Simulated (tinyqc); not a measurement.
Inside a calculation. Method: empirical pseudopotential in a few plane waves. Computed by tinyqc, a small Python program that keeps every step. Settings: plane-wave index or count = 15. Command: `OMP_NUM_THREADS=1 python tinyqc.py 31520 31521 out.jsonl` (the two numbers bound the seeds that draw the settings). One thread of a shared host (Intel(R) Xeon(R) Processor @ 2.60GHz), about 0.2 s of CPU time with the checks.

## Bloch Hamiltonian at k

Parameters chosen for this model: fcc lattice, atoms at +/- a/8 (1,1,1); form factors in rydberg at |G|^2 in units of (2 pi/a)^2:
```
parameter,value,unit
a,5.820000,angstrom
VS(3),-0.203000,Ry
VS(8),0.049000,Ry
VS(11),0.079000,Ry
VA(3),0.062000,Ry
VA(4),0.094000,Ry
VA(11),0.026000,Ry
hbar^2/2m (2 pi/a)^2,4.440549,eV
```

k point k (2 pi / a): -0.06000  -0.18000  0.14000

Basis: the 15 shortest G (labels in 2 pi/a), the same at every k. H(G,G') = c |k + G|^2 delta + VS(|G-G'|^2) cos((G-G').tau) + i VA sin((G-G').tau), tau = a/8 (1,1,1); 1 Ry = 13.605693 eV.

H(k) at k (eV), lower triangle (Hermitian):
```
,+0+0+0,-1-1-1,-1-1+1,-1+1-1,-1+1+1,+1-1-1,+1-1+1,+1+1-1,+1+1+1,-2+0+0,+0-2+0,+0+0-2,+0+0+2,+0+2+0,+2+0+0
+0+0+0,0.24689
-1-1-1,1.95300-0.59648i,14.45665
-1-1+1,-1.95300-0.59648i,0.00000+1.27894i,16.94336
-1+1-1,-1.95300-0.59648i,0.00000+1.27894i,0.66668,11.25946
-1+1+1,-1.95300+0.59648i,-0.66668,0.00000+1.27894i,0.00000+1.27894i,13.74616
+1-1-1,-1.95300-0.59648i,0.00000+1.27894i,0.66668,0.66668,0.00000,13.39092
+1-1+1,-1.95300+0.59648i,-0.66668,0.00000+1.27894i,0.00000,0.66668,0.00000+1.27894i,15.87763
+1+1-1,-1.95300+0.59648i,-0.66668,0.00000,0.00000+1.27894i,0.66668,0.00000+1.27894i,0.66668,10.19372
+1+1+1,1.95300+0.59648i,0.00000,-0.66668,-0.66668,0.00000+1.27894i,-0.66668,0.00000+1.27894i,0.00000+1.27894i,12.68043
-2+0+0,0.00000-1.27894i,-1.95300+0.59648i,-1.95300-0.59648i,-1.95300-0.59648i,1.95300-0.59648i,0.76003-0.25014i,-0.76003-0.25014i,-0.76003-0.25014i,-0.76003+0.25014i,19.07482
+0-2+0,0.00000-1.27894i,-1.95300+0.59648i,-1.95300-0.59648i,0.76003-0.25014i,-0.76003-0.25014i,-1.95300-0.59648i,1.95300-0.59648i,-0.76003-0.25014i,-0.76003+0.25014i,0.66668,21.20629
+0+0-2,0.00000-1.27894i,-1.95300+0.59648i,0.76003-0.25014i,-1.95300-0.59648i,-0.76003-0.25014i,-1.95300-0.59648i,-0.76003-0.25014i,1.95300-0.59648i,-0.76003+0.25014i,0.66668,0.66668,15.52238
+0+0+2,0.00000+1.27894i,-0.76003-0.25014i,1.95300+0.59648i,-0.76003+0.25014i,-1.95300+0.59648i,-0.76003+0.25014i,-1.95300+0.59648i,0.76003+0.25014i,-1.95300-0.59648i,-0.66668,-0.66668,0.00000,20.49580
+0+2+0,0.00000+1.27894i,-0.76003-0.25014i,-0.76003+0.25014i,1.95300+0.59648i,-1.95300+0.59648i,-0.76003+0.25014i,0.76003+0.25014i,-1.95300+0.59648i,-1.95300-0.59648i,-0.66668,0.00000,-0.66668,0.66668,14.81190
+2+0+0,0.00000+1.27894i,-0.76003-0.25014i,-0.76003+0.25014i,-0.76003+0.25014i,0.76003+0.25014i,1.95300+0.59648i,-1.95300+0.59648i,-1.95300+0.59648i,-1.95300-0.59648i,0.00000,-0.66668,-0.66668,0.66668,0.66668,16.94336
```

## Levels at k

Diagonalise the Hermitian matrix.

eigenvalues (eV): -2.97407  7.48197  8.34343  8.59880  12.43357  13.27156  13.51253  14.04734  16.00115  16.42940  19.97573  20.54169  21.82330  22.45959  24.90379

## Bands along a path

The same steps at evenly spaced points between the labelled ones.

Bands along the path (eV), lowest eight:
```
k,band 1,band 2,band 3,band 4,band 5,band 6,band 7,band 8
L,-1.50185,3.65839,8.16637,8.16637,12.09944,13.57832,13.57832,17.09854
L-G 0.25,-1.99897,4.36798,8.13469,8.13469,12.02966,13.55883,13.55883,16.96576
L-G 0.50,-2.58428,5.80752,8.29811,8.29811,12.18111,13.67996,13.67996,15.71734
L-G 0.75,-3.00126,7.55921,8.54946,8.54946,12.30556,13.43809,13.43809,13.81233
G,-3.14864,8.68166,8.68166,8.68166,11.85251,13.18376,13.18376,13.18376
G-X 0.25,-2.95193,7.65672,8.25847,8.25847,12.32368,13.32916,13.99069,13.99069
G-X 0.50,-2.39238,6.06245,7.54994,7.54994,11.25976,13.46752,15.82703,15.82703
G-X 0.75,-1.59551,4.65974,7.08724,7.08724,10.32469,12.64520,18.12542,18.12542
X,-0.91505,3.87621,7.04649,7.04649,10.05265,12.42138,20.72981,20.72981
```

With 4 band(s) filled, the highest filled level on these points lies at G and the lowest empty one at X: a gap of 1.3710 eV, indirect. This holds for the small fixed basis; with all plane waves up to |k + G|^2 = 21 (2 pi/a)^2 the gap along the path is 1.59 eV.

## Convergence with the number of plane waves

Levels at G counted from the fourth one.

Levels (eV):
```
plane waves,level 1,level 5,level 8
9,-13.61456,1.89873,2.55787
15,-11.83030,3.17084,4.50210
27,-10.85878,3.35413,5.03315
51,-10.83525,3.35289,5.02496
59,-10.87850,3.32635,4.79334
65,-10.88130,3.33049,4.72466
89,-10.85215,3.33973,4.75501
```
